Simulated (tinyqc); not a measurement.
Inside a calculation. Method: sp3 tight binding, zinc-blende lattice. One step of it, computed by the program tinyqc.

Problem. Bloch Hamiltonian at k. Slater-Koster rules over the four bonds with direction cosines (l, m, n): ss V_ss; s-px l V_sp; px-s -l V_sp; px-px l^2 V_pps + (1 - l^2) V_ppp; px-py l m (V_pps - V_ppp); each times exp(i k.d).

Parameters chosen for this model: zinc-blende lattice, anion at 0, cation at a/4 (1,1,1); V = eta hbar^2 / (m d^2), hbar^2/m = 7.619964 eV angstrom^2:
```
parameter          value      unit
a               4.160000  angstrom
d               1.801333  angstrom
Es anion      -12.740000        eV
Ep anion       -7.000000        eV
Es cation     -12.740000        eV
Ep cation      -7.000000        eV
eta ss         -1.320000
eta sp          1.420000
eta pp sigma    2.220000
eta pp pi      -0.630000
V ss           -3.099837        eV
V sp            3.334674        eV
V pp sigma      5.213363        eV
V pp pi        -1.479468        eV
```

k point k (2 pi / a): [-0.240000, 0.410000, -0.330000]

Give: H(k) at k.

Solution.

H(k) at k (eV), order a s, a px, a py, a pz, c s, c px, c py, c pz:
```
[[-12.740, 0.000, 0.000, 0.000, -8.008+1.358i, 2.130-1.969i, -1.123+3.734i, 1.479-2.837i],
 [0.000, -7.000, 0.000, 0.000, -2.130+1.969i, 1.941-0.329i, 1.713-3.287i, -1.302+4.327i],
 [0.000, 0.000, -7.000, 0.000, 1.123-3.734i, 1.713-3.287i, 1.941-0.329i, 2.468-2.282i],
 [0.000, 0.000, 0.000, -7.000, -1.479+2.837i, -1.302+4.327i, 2.468-2.282i, 1.941-0.329i],
 [-8.008-1.358i, -2.130-1.969i, 1.123+3.734i, -1.479-2.837i, -12.740, 0.000, 0.000, 0.000],
 [2.130+1.969i, 1.941+0.329i, 1.713+3.287i, -1.302-4.327i, 0.000, -7.000, 0.000, 0.000],
 [-1.123-3.734i, 1.713+3.287i, 1.941+0.329i, 2.468+2.282i, 0.000, 0.000, -7.000, 0.000],
 [1.479+2.837i, -1.302-4.327i, 2.468+2.282i, 1.941+0.329i, 0.000, 0.000, 0.000, -7.000]]
```
